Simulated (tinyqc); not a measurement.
Propagation of a band-gap error through k.p and effective-mass formulas, step by step. Values are carried at full precision from step to step, so a last printed digit may differ when a step is redone from the rounded ones.

Chain, for a gap E (the reference Eg or another value), with Ep and Dso kept: 1/me = 1 + Ep (E + 2 Dso/3)/(E (E + Dso)); g* = 2 - 2 Ep Dso/(3 E (E + Dso)); g1(E) = g1 + (Ep/3)(1/E - 1/Eg), g2(E) = g2 + (Ep/6)(1/E - 1/Eg), light hole 1/(g1 + 2 g2), heavy hole 1/(g1 - 2 g2) along [100]; optical constant ei(E) = 1 + (ei - 1)(EP/(EP + E - Eg))^2, static e0(E) = ei(E) + e0 - ei.

Constants: Ry = 13.60569312 eV; a0 (Bohr radius) = 0.5291772105 angstrom; kB = 8.617333262e-05 eV/K; hbar^2/2m0 = 3.80998211 eV angstrom^2.

Parameters, chosen for this exercise (reference values near those of GaAs, gap at low temperature; not measured data):
```
symbol  value  unit        meaning
Eg      1.518  eV          gap at Gamma to the s-like level
Dso     0.339  eV          spin-orbit splitting
Ep      26     eV          Kane energy
g1      6.98               Luttinger gamma1
g2      2.05               gamma2
e0      12.97              static dielectric constant
ei      10.8               optical dielectric constant
EP      5.28   eV          mean (Penn) gap
Eg2     2.945  eV          a wrong gap, of the size a hybrid with far too much exact exchange can give
mh      0.46   m0          density-of-states mass of the holes
T       77     K           temperature
k       0.03   1/angstrom  wave vector
```

## Masses, g factor and screening for both gaps

Evaluate the chain at Eg and at Eg2.

Band values at the two gaps:
```
quantity       at Eg  at Eg2  ratio
me           0.05853  0.1050  1.794
g*          -0.08448   1.392      -
g1             6.980   4.214  0.604
g2             2.050  0.6668  0.325
light hole   0.09025  0.1803  1.997
heavy hole    0.3472  0.3472  1.000
ei             10.80   7.073  0.655
e0             12.97   9.243  0.713
```

The gap is off by a factor of 1.94; the electron mass follows with 1.79 and the light hole with 2.00, while the heavy hole, which does not couple to the conduction level, keeps its value. The optical constant changes less, by -35 %, as it answers to the mean gap, which shifts by the same +1.43 eV on a base of 5.28 eV. g* moves by +1.48; near zero it is a difference of larger terms, and remote bands, left out here, shift it by tenths.

## Binding energies and densities for both gaps

Donor: R = Ry me/e0^2, a_B = a0 e0/me, Mott density (0.26/a_B)^3. Nc, Nv = 2 (m kT/(4 pi c))^(3/2), c = hbar^2/2m0, ni = sqrt(Nc Nv) exp(-E/2kT). Exciton: Ry mu/e0^2 with 1/mu = 1/me + g1(E). 1 angstrom^-3 = 1e24 cm^-3.

Use the values of the table.

Results:
```
quantity                  at Eg     at Eg2     ratio
R (meV)                   4.734      16.72      3.53
a_B (angstrom)            117.3      46.59     0.397
Mott density (cm^-3)  1.090e+16  1.738e+17      15.9
Nc (cm^-3)            4.620e+16  1.110e+17      2.40
ni (cm^-3)            4.554e-33  1.409e-79  3.09e-47
exciton (meV)             3.361      11.59      3.45
```

Power laws carry the error on: the donor energy (me/e0^2) by a factor of 3.53, the Mott density (cube of me/e0) by 15.9. ni, with its exponential, changes by a factor of 3.09e-47, that is 46.5 decades.

## A scissor shift and what it does not mend

A rigid shift D = Eg - Eg2 of the conduction band restores the gap but leaves the curvature, so the mass stays me(Eg2); redoing the sum 1/m = 1 + Ep (E + 2 Dso/3)/(E (E + Dso)) with E = Eg and the same Ep gives another mass. For optics, eps2 at the edge goes as |p|^2/E^2: a rigid shift keeps the dipole elements p/E, while shifting the energies under unchanged p scales eps2 by (Eg2/Eg)^2.

shift D = -1.427 eV
mass under a rigid shift = 0.1050 m0
mass from the sum with the corrected gap = 0.0585 m0
factor on eps2 if p is left unscaled = 3.764

The rigid shift leaves the mass off by a factor of 1.79. The mass from the corrected gap is the reference me(Eg) here, because the exercise keeps Ep fixed; a real correction of the gap depends on k and changes Ep as well.

## Far from the edge the relative error shrinks

Two-level dispersion E(k) = sqrt(E^2/4 + Ep c k^2) - E/2 at k/4, k, 4k for both gaps, c = hbar^2/2m0.

Energies above the edge:
```
k (1/angstrom)  at Eg (eV)  at Eg2 (eV)  ratio
0.00750             0.0037       0.0019  0.516
0.03000             0.0566       0.0300  0.529
0.12000             0.6561       0.4235  0.645
```

The ratio tends to Eg/Eg2 = 0.52 at k = 0 and goes from 0.516 to 0.645: at large k both curves approach the same slope sqrt(Ep c), while their distance in eV grows towards |Eg - Eg2|/2.

## Checks

- Chain at E = Eg against the inputs g1, g2, ei, e0: they agree to 1e-10 or better.

(tinyqc, `OMP_NUM_THREADS=1 python tinyqc.py 1850518 1850519 out.jsonl`, Intel(R) Xeon(R) Processor @ 2.30GHz, 1 thread, shared host, about 0.01 s.)
